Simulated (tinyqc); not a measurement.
# Worked calculation: Zener tunnelling in a reverse-biased junction, two-band WKB

Numbers from tinyqc (`OMP_NUM_THREADS=1 python tinyqc.py 2620023 2620024 out.jsonl`; about 0.01 s on one thread of a shared Intel Xeon 2.30GHz). Printed values are rounded.

Abrupt p-n junction, depletion approximation. Energies E are counted from the conduction-band edge of the neutral n side; its Fermi level lies at dn, that of the p side at dn - V, and the valence-band edge of the neutral p side at Em = dn + dp - V. Tunnelling needs 0 < E < Em. Two-band dispersion with equal masses m: inside the gap kappa = sqrt(m u (1 - u/Eg)/C), u the distance from a band edge, C = hbar^2/(2 m0).

Parameters, values chosen for the exercise; band and dielectric values close to those of In0.53Ga0.47As: temperature T = 300 K; band gap Eg = 0.733 eV; relative permittivity eps_r = 13.8; conduction-band density of states at 300 K Nc = 2.11e17 cm^-3; valence-band density of states at 300 K Nv = 7.7e18 cm^-3; band-edge mass of the two-band model m = 0.043 m0; acceptor density Na = 1.8e19 cm^-3; donor density Nd = 2e18 cm^-3; bias of the p side V = -1.7 V; points of the energy grid nE = 13.

Constants: q = 1.602176634e-19 C, kB = 1.380649e-23 J/K, hbar = 1.054571817e-34 J s, h = 6.62607015e-34 J s, m0 = 9.1093837015e-31 kg, Vt = kB T/q, eps0 = 8.8541878128e-14 F/cm where lengths are in cm, hbar^2/(2 m0) = 0.0380998212 eV nm^2. Results are converted to the units shown.

Range of the model: Parabolic densities of states, no band tails and no gap narrowing, all of which matter at such doping.

## Fermi levels and built-in voltage

Nd = Nc F12(dn/Vt), Na = Nv F12(dp/Vt), F12(x) = (2/sqrt(pi)) int_0^infinity sqrt(u)/(1 + exp(u - x)) du; dn = EF - Ec on the n side, dp = Ev - EF on the p side (negative outside the bands); Vbi = Eg + dn + dp.

dn = 0.1358034 eV
dp = 0.04266510 eV
Vbi = 0.9114685 V

Boltzmann statistics would give dn = 0.0581 eV and dp = 0.0220 eV. At zero bias the bands of the two sides overlap by dn + dp.

## Width, field and exponent

W = sqrt(2 eps0 eps_r (Vbi - V)(1/Na + 1/Nd)/q), mean field F = (Vbi - V)/W, peak field 2 F. In a uniform field F the exponent is S = pi sqrt(m/C) Eg^1.5/(4 F). Transverse energy Et = C kt^2/m raises it to S (1 + 4 Et/Eg), so T = exp(-S) exp(-Et/Eb) with Eb = Eg/(4 S). KJ = (2 q^2/h) m/(4 pi C) (times 1e14 for A/cm^2 per eV^2).

W = 47.04136 nm
mean field = 0.5551431 MV/cm
S = 9.432214
exp(-S) = 8.010163e-5
Eb = 19.42810 meV
tunnelling length Eg/F = 13.20380 nm

## Current density on a coarse grid

J = KJ exp(-S) Eb times the integral from 0 to Em of [f(E - dn) - f(E - dn + V)] [1 - exp(-min(E, Em - E)/Eb)] dE, f(x) = 1/(1 + exp(x/Vt)), with S and Eb from the mean field; J > 0 flows from p to n. KJ = (2 q^2/h) m/(4 pi C) (times 1e14 for A/cm^2 per eV^2). Simpson's rule on nE equally spaced points from 0 to Em.

E, point 0 to 12 (eV): [0.000000, 0.156539, 0.313078, 0.469617, 0.626156, 0.782695, 0.939234, 1.095773, 1.252312, 1.408851, 1.565390, 1.721929, 1.878468]
difference of the f, point 0 to 12: [-0.005204, -0.690421, -0.998949, -0.999998, -1.000000, -1.000000, -1.000000, -1.000000, -1.000000, -1.000000, -0.999971, -0.987929, -0.161060]
transverse factor, point 0 to 12: [0.000000, 0.999683, 1.000000, 1.000000, 1.000000, 1.000000, 1.000000, 1.000000, 1.000000, 1.000000, 1.000000, 0.999683, 0.000000]
integral = -1.706751 eV
KJ = 6.958737e8 A/(cm^2 eV^2)
J = -1848.299 A/cm^2

A converged quadrature gives -1829 A/cm^2; this grid is 1.0 % above that in size.
